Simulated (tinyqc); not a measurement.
Carrier statistics of a doped semiconductor with parabolic bands: one step. Intrinsic density and level. Two cases, with inputs chosen for the exercise.

Problem. With Boltzmann statistics ni = sqrt(Nc Nv) exp(-Eg/2kT) and Ei = Eg/2 + (kT/2) ln(Nv/Nc), counted from Ev.

Give: ni; Ei.

Case 1.

Eg = 1.1185868 eV
kT = 0.02585200 eV
Nc = 2.678841e+19 1/cm^3
Nv = 1.129612e+19 1/cm^3

Solution.

ni = 6.99e+09 1/cm^3
Ei = 0.5481 eV

Ei lies 11.2 meV below midgap, towards the band with the smaller density of states.

Case 2.

Eg = 0.5894513 eV
kT = 0.04308667 eV
Nc = 2.179482e+19 1/cm^3
Nv = 1.085030e+19 1/cm^3

Solution.

ni = 1.65e+16 1/cm^3
Ei = 0.2797 eV

Ei lies 15.0 meV below midgap, towards the band with the smaller density of states.

Computed by tinyqc, one run a case: `OMP_NUM_THREADS=1 python tinyqc.py N N+1 out.jsonl` with N = 1650049, 1650237; one thread of a shared Intel(R) Xeon(R) Processor @ 2.30GHz, about 0.01 s a run at most.
